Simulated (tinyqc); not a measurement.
Worked calculation: UKS/B3LYP (VWN-RPA form) in the sto-6g basis, for H3, spin multiplicity 2. One step of it, computed by the program tinyqc.

Problem. Iteration 2: building the Kohn-Sham matrix. J_ij = sum D_kl (ij|kl) with D = D(alpha) + D(beta), K_ij = sum D_kl (ik|jl) for each spin; F = H + J - 0.2 K(s) + V_xc; E = tr D H + tr D J / 2 - 0.1 sum_s tr D(s) K(s) + E_xc + E_nn.

D(alpha) after iteration 1:
```
          1H 1s      2H 1s      3H 1s
1H 1s  0.272665   0.188479   0.184334
2H 1s  0.188479   0.734726  -0.485746
3H 1s  0.184334  -0.485746   0.746635
```

D(beta) after iteration 1:
```
          1H 1s     2H 1s     3H 1s
1H 1s  0.397553  0.187438  0.171776
2H 1s  0.187438  0.088373  0.080989
3H 1s  0.171776  0.080989  0.074221
```

core Hamiltonian H = T + V (hartree):
```
           1H 1s      2H 1s      3H 1s
1H 1s  -1.615357  -1.047626  -1.033224
2H 1s  -1.047626  -1.352934  -0.363837
3H 1s  -1.033224  -0.363837  -1.346654
```

Two-electron integrals (ij|kl) in chemists' order, unique and non-zero (hartree):
```
(11|11) 0.774999   (21|11) 0.371760   (21|21) 0.217802   (22|11) 0.521263
(22|21) 0.371760   (22|22) 0.774999   (31|11) 0.365675   (31|21) 0.164984
(31|22) 0.223773   (31|31) 0.211608   (32|11) 0.112242   (32|21) 0.059096
(32|22) 0.092712   (32|31) 0.058358   (32|32) 0.018382   (33|11) 0.517105
(33|21) 0.225818   (33|22) 0.304236   (33|31) 0.365675   (33|32) 0.092712
(33|33) 0.774999
```

nuclear repulsion = 1.51133052 hartree

V_xc(alpha) (hartree):
```
           1H 1s      2H 1s      3H 1s
1H 1s  -0.394082  -0.215567  -0.212045
2H 1s  -0.215567  -0.403236  -0.063438
3H 1s  -0.212045  -0.063438  -0.402621
```

V_xc(beta) (hartree):
```
           1H 1s      2H 1s      3H 1s
1H 1s  -0.395972  -0.198338  -0.193731
2H 1s  -0.198338  -0.324734  -0.058150
3H 1s  -0.193731  -0.058150  -0.318755
```

E_xc = sum of w rho eps_xc = -0.91062314 hartree

Give: Coulomb J; exchange K(alpha); exchange K(beta); F(alpha); F(beta); total energy of this density.

Solution.

Coulomb J (hartree):
```
        1H 1s   2H 1s   3H 1s
1H 1s  1.8220  0.9739  0.9569
2H 1s  0.9739  1.6008  0.2988
3H 1s  0.9569  0.2988  1.5883
```

exchange K(alpha) (hartree):
```
        1H 1s   2H 1s   3H 1s
1H 1s  0.6440  0.4711  0.4647
2H 1s  0.4711  0.7144  0.1313
3H 1s  0.4647  0.1313  0.7166
```

exchange K(beta) (hartree):
```
        1H 1s   2H 1s   3H 1s
1H 1s  0.6348  0.3940  0.3779
2H 1s  0.3940  0.3311  0.2086
3H 1s  0.3779  0.2086  0.3058
```

F(alpha) (hartree):
```
         1H 1s    2H 1s    3H 1s
1H 1s  -0.3162  -0.3835  -0.3813
2H 1s  -0.3835  -0.2982  -0.1548
3H 1s  -0.3813  -0.1548  -0.3043
```

F(beta) (hartree):
```
         1H 1s    2H 1s    3H 1s
1H 1s  -0.3163  -0.3508  -0.3456
2H 1s  -0.3508  -0.1431  -0.1650
3H 1s  -0.3456  -0.1650  -0.1382
```

total energy of this density = -1.629925 hartree
